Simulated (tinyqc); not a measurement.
Doping from the body effect.

Problem. The threshold of a long MOSFET, counted against the source, shifts by gamma (sqrt(2 phiF + Vsb) - sqrt(2 phiF)) with gamma = sqrt(2 eps0 eps_r q N)/Cox. Find 2 phiF, gamma and N from two shifts.

Values chosen for this exercise:

| symbol | value | unit | meaning |
|---|---|---|---|
| eps_r | 11.8 |  | relative permittivity |

Constants: q = 1.602176634e-19 C, eps0 = 8.8541878128e-14 F/cm where lengths are in cm. Results are converted to the units shown.

|VT - VT(0)| at source-body biases 0.6 and 3.1 V (V): [0.28480394, 1.0602494]
Cox = 0.13281282 uF/cm^2

Answer. The ratio of the shifts depends on 2 phiF alone and rises steadily with it, so it fixes 2 phiF; either shift then gives gamma, and gamma gives N.

2 phiF = 0.774 V
gamma = 0.974 V^0.5
N = 5.00e16 cm^-3

Numbers from tinyqc (`OMP_NUM_THREADS=1 python tinyqc.py 2060040 2060041 out.jsonl`; about 0.01 s on one thread of a shared Intel Xeon 2.30GHz).
